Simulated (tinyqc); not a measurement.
Width of the well: quantum-confined Stark effect in a modulator well.

Envelopes on cells of 0.5 angstrom over the well |z| < L/2 and 45 angstrom of barrier on each side, psi = 0 beyond, psi'/m continuous (mean mass between points), c = hbar^2/2m0. The electron sees + e F z and the hole - e F z, each with its offset in the barriers; 1 kV/cm = 1e-5 eV/angstrom. Light holes, band mixing and escape by tunnelling are left out.

Exciton: in-plane function exp(-rho/lam), 1/mu = 1/me + 1/mp, E(lam) = c/(mu lam^2) - (q/eps) times the integral over k of Fm(k)(1 + (k lam/2)^2)^(-3/2), Fm(k) the double integral of psi_e^2 psi_h^2 exp(-k |z - z'|), q = e^2/(4 pi eps0); binding Eb = -E at the minimum. Line at Eg + E_e + E_h - Eb, strength proportional to overlap^2/lam^2.

Constants: hbar^2/2m0 = 3.80998211 eV angstrom^2; e^2/(4 pi eps0) = 14.39964547 eV angstrom; hc = 1239.841984 eV nm.

Values chosen for the exercise (near those of a Ge well in SiGe, direct gap; shifted at random, so the results belong to these values and not to a real crystal): Vc = 0.357 eV (conduction offset); Vv = 0.11 eV (heavy-hole offset); me = 0.0417 m0 (electron, well); meb = 0.0559 m0 (electron, barrier); mh = 0.218 m0 (heavy hole along z, well); mhb = 0.223 m0 (heavy hole, barrier); Eg = 0.83 eV (gap of the well); mp = 0.071 m0 (heavy hole in the plane); eps = 15.6 (dielectric constant); Ls = (50, 66, 84, 104, 126, 150, 170) angstrom (widths); F_L = 62 kV/cm (field for this table).

Zero-field line, its shift at F_L and the relative strength.

Results:

| L (angstrom) | line at F = 0 (nm) | Eb (meV) | shift (meV) | relative strength | shift x strength (meV) |
|---|---|---|---|---|---|
| 50 | 1275.4 | 4.38 | -1.61 | 0.965 | 1.55 |
| 66 | 1332.8 | 4.25 | -2.73 | 0.925 | 2.52 |
| 84 | 1375.4 | 4.10 | -4.83 | 0.834 | 4.03 |
| 104 | 1406.5 | 3.95 | -8.39 | 0.669 | 5.61 |
| 150 | 1445.5 | 3.64 | -21.40 | 0.245 | 5.24 |
| 170 | 1455.2 | 3.53 | -28.85 | 0.130 | 3.75 |

Give the missing row, L (angstrom) = 126.

Computed row:
```
L (angstrom)  line at F = 0 (nm)  Eb (meV)  shift (meV)  relative strength  shift x strength (meV)
126                       1429.1      3.79       -13.82              0.450                    6.22
```

The shift grows with exponent 1.91 in L over the first two rows and 2.39 over the last two, against 4 for hard walls at second order; leakage lowers it in narrow wells and saturation in wide ones. The strength falls from 0.97 to 0.13, and the product of the two is largest at 126 angstrom.

(tinyqc, `OMP_NUM_THREADS=1 python tinyqc.py 1250045 1250046 out.jsonl`, Intel(R) Xeon(R) Processor @ 2.30GHz, 1 thread, shared host, about 0.3 s.)
